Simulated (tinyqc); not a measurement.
Inside a calculation. Method: plane-wave Kohn-Sham cycle with exchange-only LDA in a layered model solid. One step of it, computed by the program tinyqc.

Question. Iteration 1: potential. V_H(G) = 4 pi rho(G)/G^2 for G != 0 (uniform background); v_x = -(3 rho/pi)^(1/3); V = V_ext + V_H + v_x; Fourier components f(G_m) = (1/N) sum_j f(x_j) exp(-i G_m x_j).

A solid whose potential varies along x alone (atomic units):
```
parameter,value
period a,14.400000
cross-section of the cell,11.000000
electrons per cell,2
grid points,16
"plane waves -n..n, n",2
k points,4
V1 in V1 cos(2 pi x/a),-0.300000
```

density at the start, on the grid x_j = j a/N (e/bohr^3): 0.01262626  0.01262626  0.01262626  0.01262626  0.01262626  0.01262626  0.01262626  0.01262626  0.01262626  0.01262626  0.01262626  0.01262626  0.01262626  0.01262626  0.01262626  0.01262626

Give: Potentials on the grid; V(G_m), m = 0, 1, 2, ....

Answer.

Potentials on the grid (hartree):
```
x,V_ext,V_H,v_x,V
0.0000,-0.3000,0.0000,-0.2293,-0.5293
0.9000,-0.2772,0.0000,-0.2293,-0.5065
1.8000,-0.2121,0.0000,-0.2293,-0.4414
2.7000,-0.1148,0.0000,-0.2293,-0.3441
3.6000,0,0.0000,-0.2293,-0.2293
4.5000,0.1148,0.0000,-0.2293,-0.1145
5.4000,0.2121,0.0000,-0.2293,-0.0172
6.3000,0.2772,0.0000,-0.2293,0.0479
7.2000,0.3000,0.0000,-0.2293,0.0707
8.1000,0.2772,0.0000,-0.2293,0.0479
9.0000,0.2121,0.0000,-0.2293,-0.0172
9.9000,0.1148,0.0000,-0.2293,-0.1145
10.8000,0,0.0000,-0.2293,-0.2293
11.7000,-0.1148,0.0000,-0.2293,-0.3441
12.6000,-0.2121,0.0000,-0.2293,-0.4414
13.5000,-0.2772,0.0000,-0.2293,-0.5065
```

V(G_m), m = 0, 1, 2, ... (hartree): -0.2293  -0.1500  0.0000  0.0000  0.0000
